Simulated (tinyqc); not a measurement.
Comparisons within one model: recursion (Haydock) method for the local density of states: bulk site of a cubic lattice. A value that a table varies takes the place of the one given here.

One orbital a site at energy 0, hopping -t to the 6 nearest neighbours of a cubic lattice; the start u0 is a site in the bulk, with energy V. Recursion: a_n = <u_n|H|u_n>, b_(n+1) u_(n+1) = (H - a_n) u_n - b_n u_(n-1), b > 0. G(z) = 1/(z - a0 - b1^2/(z - a1 - b2^2/(...))), z = E + i eta. After n levels the tail is b_n^2 T with the square-root terminator T = (z - sqrt(z - 2b) sqrt(z + 2b))/(2 b^2), b = 3t so that the band edges lie at -/+ 6t.

Reference: the closed form for a chain (bulk 1/sqrt(z^2 - 4t^2), end site (z - sqrt(z^2 - 4t^2))/(2t^2)), averaged over 400 points (j + 1/2) pi/400 in each remaining direction with z shifted by 2t cos k, then G/(1 - V G).

Parameters, chosen for this exercise:
- t = 1.22 eV (hopping)
- V = 0 eV (shift of the starting site)
- eta = 0.061 eV (broadening)
- n = 4 (levels kept)
- E = 1.05 eV (energy)

## How many levels, and whether to terminate

Energies as fractions of the half width 6t.

Density (1/eV):

| fraction | E (eV) | 2 levels | 4 levels | 7 levels | 7, no terminator | reference |
|---|---|---|---|---|---|---|
| -1.10 | -8.052 | 0.0007 | 0.0007 | 0.0007 | 0.0007 | 0.0007 |
| -0.90 | -6.588 | 0.0168 | 0.0183 | 0.0175 | 0.0222 | 0.0176 |
| -0.60 | -4.392 | 0.0502 | 0.0463 | 0.0464 | 0.0065 | 0.0472 |
| -0.35 | -2.562 | 0.0886 | 0.0968 | 0.0974 | 1.0391 | 0.0989 |
| -0.15 | -1.098 | 0.1191 | 0.1176 | 0.1186 | 0.0078 | 0.1159 |
| 0.00 | 0.000 | 0.1283 | 0.1170 | 0.1131 | 1.6470 | 0.1157 |
| 0.15 | 1.098 | 0.1191 | 0.1176 | 0.1186 | 0.0078 | 0.1159 |
| 0.35 | 2.562 | 0.0886 | 0.0968 | 0.0974 | 1.0391 | 0.0989 |
| 0.60 | 4.392 | 0.0502 | 0.0463 | 0.0464 | 0.0065 | 0.0472 |
| 0.90 | 6.588 | 0.0168 | 0.0183 | 0.0175 | 0.0222 | 0.0176 |
| 1.10 | 8.052 | 0.0007 | 0.0007 | 0.0007 | 0.0007 | 0.0007 |

How do the results move?

Largest errors against the reference: 0.0126 (2 levels), 0.0021 (4), 0.0028 (7) and 1.531 without terminator, which leaves seven broadened spikes in place of a band. With seven levels the error is largest at E = -1.10 and 1.10 eV. The error does not fall at every step in the number of levels.

## What each setting does

G at z = E + i eta with n levels and terminator. Each row changes one parameter from the base and keeps the others.

Results:

| case | Re G (1/eV) | density (1/eV) |
|---|---|---|
| base | 0.0739 | 0.1177 |
| t = 1.342 eV | 0.0600 | 0.1071 |
| V = 0.5 eV | 0.0030 | 0.1224 |
| n = 5 | 0.0630 | 0.1183 |
| E = 1.29 eV | 0.0951 | 0.1172 |
| eta = 0.122 eV | 0.0737 | 0.1161 |

What can be read from the table?

The largest shifts from the base row, up to three for each result and ties (the steps differ in size, so this ranks the rows, not the parameters). Re G (1/eV): V -0.0710, E +0.0212, t -0.0139. density (1/eV): t -0.0105, V +0.0047, eta -0.0016.

(tinyqc, `OMP_NUM_THREADS=1 python tinyqc.py 1451286 1451287 out.jsonl`, Intel(R) Xeon(R) Processor @ 2.30GHz, 1 thread, shared host, about 0.07 s.)
